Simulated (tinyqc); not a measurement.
# Doping and flat-band voltage from two insulator thicknesses

Question. A junctionless wire is fully depleted at VT = Vfb - q Nd R^2/(4 eps0 eps_r) - q Nd R^2 ln(1 + tox/R)/(2 eps0 eox). Find Nd and Vfb.

Inputs (values chosen for the exercise); material values close to those of silicon:
- eps_r = 11.6 (relative permittivity of the semiconductor)
- eox = 9 (relative permittivity of the gate insulator)
- R = 10 nm (wire radius)

Constants: q = 1.602176634e-19 C, eps0 = 8.8541878128e-14 F/cm where lengths are in cm. Results are converted to the units shown.

VT at tox = 6.3 and 14 nm (V): -0.57171498  -1.1551151

Answer. The difference of the thresholds is proportional to Nd and holds no Vfb.

Nd = 1.50e19 cm^-3
Vfb = 0.750 V

Numbers from tinyqc (`OMP_NUM_THREADS=1 python tinyqc.py 2460098 2460099 out.jsonl`; about 0.01 s on one thread of a shared Intel Xeon 2.30GHz).
